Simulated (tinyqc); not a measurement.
From results back to parameters: inversion layer as a triangular well, valleys of the Si type. Three cases, with inputs chosen for the exercise.

Problem. The spacing of the two lowest levels of one ladder was computed from a hidden sheet density Ns.

The field is taken as constant, e F = 4 pi (e^2/4 pi eps0)(Nd + eta Ns)/eps, with 1e12/cm^2 = 1e-4/angstrom^2, and the oxide as a hard wall at z = 0; c = hbar^2/2m0.

Level j of a valley lies at E_j = a_j (c (e F)^2/m_z)^(1/3) above the band edge at the surface, with the Airy zeros a_j = 2.338107, 4.087949, 5.520560, 6.786708, 7.944134, 9.022651, 10.040174, 11.008524, 11.936016, 12.828777, and has <z> = 2 E_j/(3 e F).

Constants: hbar^2/2m0 = 3.80998211 eV angstrom^2; e^2/(4 pi eps0) = 14.39964547 eV angstrom.

Case 1.

Values chosen (near those of Si; shifted at random, so the results belong to these values and not to a real crystal): m_z = 0.912 m0 (confinement mass); eps = 11.7 (dielectric constant); Nd = 0.15 x 1e12/cm^2 (depletion charge); eta = 0.5 (share of Ns in the effective field).

E_1 - E_0 = 104.2471 meV

Case 2.

Values chosen (near those of Si; shifted at random, so the results belong to these values and not to a real crystal): m_z = 0.898 m0 (confinement mass); eps = 11.8 (dielectric constant); Nd = 0.51 x 1e12/cm^2 (depletion charge); eta = 0.75 (share of Ns in the effective field).

E_1 - E_0 = 68.6474 meV

Case 3.

Values chosen (near those of Si; shifted at random, so the results belong to these values and not to a real crystal): m_z = 0.318 m0 (confinement mass); eps = 11.6 (dielectric constant); Nd = 0.64 x 1e12/cm^2 (depletion charge); eta = 0.5 (share of Ns in the effective field).

E_1 - E_0 = 129.7620 meV

Find: F; Ns.

Solution. e F = sqrt(m_z/c) [(E_1 - E_0)/(a_1 - a_0)]^(3/2), with a_0 and a_1 the first two zeros; then Ns = (eps e F/(4 pi e^2/4 pi eps0) - Nd)/eta.

Case 1.

F = 0.7114 MV/cm
Ns = 8.90 x 1e12/cm^2

Case 2.

F = 0.3772 MV/cm
Ns = 2.60 x 1e12/cm^2

Case 3.

F = 0.5834 MV/cm
Ns = 6.20 x 1e12/cm^2

Computed by tinyqc, one run a case: `OMP_NUM_THREADS=1 python tinyqc.py N N+1 out.jsonl` with N = 1281434, 1281473, 1281491; one thread of a shared Intel(R) Xeon(R) Processor @ 2.30GHz, about 0.06 s a run at most.
